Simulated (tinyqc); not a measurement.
Random telegraph noise from one oxide trap in a small MOSFET: time constants and noise against gate voltage.

An acceptor-like trap exchanges electrons with the channel. Inversion charge Q = Cox u, u = n Vt W0(exp((Vg - VT)/(n Vt))), W0 the Lambert function, n = nf, Cox = eps0 eox/tox; linear regime Id = (W/L) mu Q Vd. Relative to threshold the surface potential rises by Vt ln(u/u0) and the oxide voltage by the rest of Vg - VT, with u0 = n Vt W0(1).

N = Cox u/q; dpsi = Vt ln(u/u0); E = E0 - dpsi - (xt/tox)(Vg - VT - dpsi); capture time tc = 1/[(N/zi) vth s0 exp(-xt/lt - EB/Vt)]; emission time te = tc exp(-E/Vt); occupancy te/(tc + te). A = W L; threshold step dV = q (1 - xt/tox)/(Cox A); gm/Id = 1/(u + n Vt); relative step dI/I = (gm/Id) dV + asc mu/A. fc = (1/tc + 1/te)/(2 pi); rms = (dI/I) sqrt(tc te)/(tc + te).

Values chosen for this exercise; values of the order met in silicon transistors:
- T = 250 K (temperature)
- eox = 7.34 (relative permittivity of the gate insulator (close to silicon nitride))
- tox = 5.1 nm (insulator thickness)
- xt = 1.5 nm (depth of the trap from the channel interface)
- E0 = 0.17 eV (trap level above the channel Fermi level at threshold)
- s0 = 3e-17 cm^2 (capture prefactor)
- EB = 0.39 eV (capture barrier (lattice relaxation))
- lt = 0.2 nm (tunnelling decay length)
- vth = 1.5e7 cm/s (thermal velocity)
- zi = 2.2 nm (thickness of the inversion layer)
- VT = 0.42 V (threshold voltage)
- nf = 1.18 (body factor)
- W = 83 nm (gate width)
- L = 45 nm (gate length)
- mu = 110 cm^2/(V s) (mobility)
- asc = 8.2e-16 V s (scattering coefficient of the charged trap)
- Vd = 0.05 V (drain voltage)

Constants: q = 1.602176634e-19 C, kB = 1.380649e-23 J/K, Vt = kB T/q, eps0 = 8.8541878128e-14 F/cm where lengths are in cm. Results are converted to the units shown.

Result of one run:

| Vg (V) | E (eV) | tc (s) | te (s) | occupancy | dI/I (%) | fc (Hz) | rms dI/I (%) |
|---|---|---|---|---|---|---|---|
| 1.07 | -0.077120 | 14.169 | 508.18 | 0.97287 | 0.63997 | 0.011546 | 0.10396 |

What becomes of these results when the gate voltage Vg is changed from 1.07 to 1.01 V, all else the same?

Result of the changed run:

| Vg (V) | E (eV) | tc (s) | te (s) | occupancy | dI/I (%) | fc (Hz) | rms dI/I (%) |
|---|---|---|---|---|---|---|---|
| 1.01 | -0.057864 | 15.750 | 231.09 | 0.93619 | 0.68234 | 0.010793 | 0.16677 |

The whole series:

| Vg (V) | E (eV) | tc (s) | te (s) | occupancy | dI/I (%) | fc (Hz) | rms dI/I (%) |
|---|---|---|---|---|---|---|---|
| 0.59 | 0.086704 | 62.825 | 1.1227 | 0.017556 | 1.7827 | 0.14430 | 0.23412 |
| 0.65 | 0.063945 | 44.888 | 2.3071 | 0.048884 | 1.3970 | 0.072531 | 0.30124 |
| 0.71 | 0.042351 | 34.627 | 4.8491 | 0.12284 | 1.1588 | 0.037418 | 0.38038 |
| 0.77 | 0.021507 | 28.061 | 10.341 | 0.26928 | 0.99899 | 0.021063 | 0.44313 |
| 0.83 | 0.0011811 | 23.530 | 22.274 | 0.48630 | 0.88508 | 0.013909 | 0.44237 |
| 0.89 | -0.018767 | 20.226 | 48.331 | 0.70498 | 0.80012 | 0.011162 | 0.36490 |
| 0.95 | -0.038428 | 17.717 | 105.45 | 0.85616 | 0.73448 | 0.010492 | 0.25775 |
| 1.01 | -0.057864 | 15.750 | 231.09 | 0.93619 | 0.68234 | 0.010793 | 0.16677 |
| 1.07 | -0.077120 | 14.169 | 508.18 | 0.97287 | 0.63997 | 0.011546 | 0.10396 |

tc falls from 62.8 to 14.2 s as the channel fills and te rises from 1.12 to 508 s; they are equal at Vg = 0.834 V, where E = 0. The rms noise goes from 0.234 through a maximum of 0.443 (at Vg = 0.77 V among the rows listed) to 0.104 %. The slope -Vt d ln(tc/te)/dVg is 0.379 between the first two rows and 0.321 between the last two; it tends to xt/tox = 0.294 only when the surface potential stops moving.

Range of the model: VT is taken as given; short-channel effects and the uneven flow of current among few electrons are left out.

Numbers from tinyqc (`OMP_NUM_THREADS=1 python tinyqc.py 2710155 2710156 out.jsonl`; about 0.01 s on one thread of a shared Intel Xeon 2.30GHz).
